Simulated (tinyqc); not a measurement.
Exact and approximate surface terms: size effects in the resistivity of thin metal films and interconnect lines. Computed by tinyqc, a small Python program. Command: `OMP_NUM_THREADS=1 python tinyqc.py 3018325 3018326 out.jsonl size walk`. One thread of a shared host (Intel(R) Xeon(R) Processor @ 2.30GHz), about 0.01 s of CPU time with the checks.

Electrons lose their drift at surfaces (a share 1 - p of the hits) and at grain boundaries (reflection R), besides bulk scattering.

Inputs (values chosen for the exercise, modelled on platinum): bulk mean free path lambda = 7.37 nm; specularity p = 0.28.

Geometry: film.

Method. Fuchs-Sondheimer film: rho_b/rho = 1 - (3/(2 kappa))(1 - p) int_0^1 (s - s^3)(1 - exp(-kappa/s))/(1 - p exp(-kappa/s)) ds, f = rho/rho_b, kappa = thickness/lambda, 80 Gauss-Legendre points. Thick-film form 1 + 3 (1 - p)/(8 kappa); thin-film form (4/3)((1 - p)/(1 + p))/(kappa ln(1/kappa)).

Rho/rho_b:
```
kappa      h (nm)   exact  thick-film form  thin-film form
0.01   7.3700e-02  17.349           28.000          16.286
0.02   1.4740e-01  10.288           14.500           9.586
0.05   3.6850e-01   5.412            6.400           5.007
0.1    7.3700e-01   3.497            3.700           3.257
0.2    1.4740e+00   2.391            2.350           2.330
0.5    3.6850e+00   1.611            1.540               -
1      7.3700e+00   1.311            1.270               -
2      1.4740e+01   1.151            1.135               -
5      3.6850e+01   1.057            1.054               -
10     7.3700e+01   1.028            1.027               -
```

What does the comparison show, and why?

The thick-film form is within 5 % down to kappa = 0.2; at kappa = 0.01 it is 1.61 times the exact value and the thin-film form 0.94 times. The resistivity doubles between 1.47 and 3.69 nm. Rows thinner than about 5 nm only illustrate the formulas.

Extremes, crossings and ranges named in words are read from the listed rows.
